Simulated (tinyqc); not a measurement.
Width of the well: polar nitride quantum well with polarisation fields.

Growth along [0001]. e_par = (a_sub - a)/a, Ppz = 2 e_par (e31 - e33 C13/C33), P = Psp + Ppz in each layer; strain relaxation and the strain shift of the gaps are left out, although thick layers with more than about 1 % mismatch would relax.

In a periodic stack without free charge the potential drop over a period vanishes: F_w = (P_b - P_w) Lb/(eps0 (eps_w Lb + eps_b Lw)), F_b = -F_w Lw/Lb, eps0 = 8.8541878e-12 F/m; 1 MV/cm = 1e8 V/m = 0.01 V/angstrom.

Envelope functions on cells of 0.25 angstrom over barrier, well, barrier (widths Lb, Lw, Lb), psi = 0 beyond, psi'/m continuous (mean mass between points), c = hbar^2/2m0. With u(z) the integral of e F (F_w in the well, F_b = -F_w Lw/Lb in the barriers, 1 MV/cm = 0.01 V/angstrom), zero at the centre of the well, the electron sees u plus Vc in the barriers and the hole -u plus Vv. The transition is Eg + E_e + E_h; excitons are left out.

Constants: hbar^2/2m0 = 3.80998211 eV angstrom^2; hc = 1239.841984 eV nm.

Parameters, chosen for this exercise (near those of a GaN well in AlGaN; the results hold for these values, not for the real material):

| symbol | value | unit | meaning |
|---|---|---|---|
| a_w | 3.189 | angstrom | lattice constant a, well |
| a_b | 3.144 | angstrom | lattice constant a, barrier |
| a_sub | 3.189 | angstrom | in-plane lattice constant of the stack |
| Psp_w | -0.0347 | C/m^2 | spontaneous polarisation |
| Psp_b | -0.0618 | C/m^2 | spontaneous polarisation |
| e31_w | -0.329 | C/m^2 |  |
| e31_b | -0.448 | C/m^2 |  |
| e33_w | 0.643 | C/m^2 |  |
| e33_b | 1.165 | C/m^2 |  |
| C_w | 0.264 |  | C13/C33 |
| C_b | 0.282 |  | C13/C33 |
| eps_w | 10.1 |  | dielectric constant |
| eps_b | 10.3 |  | dielectric constant |
| Lb | 105 | angstrom | barrier width |
| Eg | 3.44 | eV | gap of the well |
| Vc | 0.976 | eV | conduction offset |
| Vv | 0.459 | eV | valence offset |
| me | 0.2 | m0 | electron, well |
| meb | 0.271 | m0 | electron, barrier |
| mh | 1.9 | m0 | hole, everywhere |
| Ls | (10, 15, 20, 25, 30, 40, 50) | angstrom | well widths |

Field, levels and overlap anew for each width.

Results:

| Lw (angstrom) | F_w (MV/cm) | E (eV) | E without field (eV) | overlap^2 | ln overlap^2 |
|---|---|---|---|---|---|
| 10 | -5.028 | 3.8868 | 3.9754 | 0.651 | -0.43 |
| 15 | -4.815 | 3.5913 | 3.7823 | 0.370 | -0.99 |
| 20 | -4.619 | 3.3566 | 3.6768 | 0.151 | -1.89 |
| 25 | -4.438 | 3.1510 | 3.6133 | 0.0470 | -3.06 |
| 30 | -4.271 | 2.9630 | 3.5723 | 0.0115 | -4.47 |
| 40 | -3.973 | 2.6264 | 3.5243 | 0.000395 | -7.84 |
| 50 | -3.713 | 2.3325 | 3.4984 | 7.87e-06 | -11.75 |

What can be read from this table?

The red shift grows from 89 to 1166 meV. The line drops below Eg between 15 and 20 angstrom, which a square well can never do. Over the last two rows dE/dLw = -29.4 meV per angstrom, against -|e F_w| = -37.1 in the last row; the field itself weakens by 26 % over the table, since a wider well shares the drop with the barrier. The overlap falls by a factor 8.28e+04.

Run: tinyqc, `OMP_NUM_THREADS=1 python tinyqc.py 1251374 1251375 out.jsonl`; Intel(R) Xeon(R) Processor @ 2.30GHz, one thread, shared host; about 0.06 s of CPU time with all checks.
